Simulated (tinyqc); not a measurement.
Trench capacitor in an array: capacitance, non-linearity, leakage and relaxation: one step of the calculation.

A film between two metal electrodes, each interface adding a series capacitance ci. The small-signal permittivity is ek (1 + aq E^2); the field is found with the linear permittivity. Leakage J = J0 sinh(E/Ef). After a voltage step the film passes a relaxation current kr C V tt^(-nr), tt being the time in seconds. The sidewall is a coaxial capacitor with radii a = dm/2 - t and b = dm/2, depth AR dm; the end face is left out.

Task. Planar capacitance, field and non-linearity. Planar film: Cf = eps0 ek/t, 1/C = 1/Cf + 2/ci, EOT = 3.9 eps0/C, effective permittivity C t/eps0, E = (V/t) C/Cf; quadratic coefficient [C(V)/C - 1]/V^2 with Cf (1 + aq E^2) in C(V).

Values chosen for this exercise; permittivity of the order of that of hafnium oxide:

| symbol | value | unit | meaning |
|---|---|---|---|
| ek | 21.8 |  | relative permittivity of the film |
| t | 29 | nm | film thickness |
| ci | 110 | uF/cm^2 | capacitance of each electrode interface (dead layer and screening) |
| aq | 0.0051 | cm^2/MV^2 | quadratic field coefficient of the permittivity |
| V | 1.8 | V | bias |
| J0 | 4.8e-10 | A/cm^2 | leakage prefactor |
| Ef | 0.38 | MV/cm | field for an e-fold rise of the leakage |

Constants: eps0 = 8.8541878128e-14 F/cm where lengths are in cm. Results are converted to the units shown.

Find: Cf; C; EOT; effective permittivity; E; quadratic coefficient; J.

Result.

Cf = 0.66559 uF/cm^2
C = 0.65763 uF/cm^2
EOT = 5.2509 nm
effective permittivity = 21.539
E = 0.61327 MV/cm
quadratic coefficient = 584.91 ppm/V^2
J = 1.1575e-9 A/cm^2

The interfaces take 1.20 % of the voltage.

tinyqc, about 0.01 s, one thread, Intel Xeon 2.30GHz (shared host): `OMP_NUM_THREADS=1 python tinyqc.py 2102139 2102140 out.jsonl`
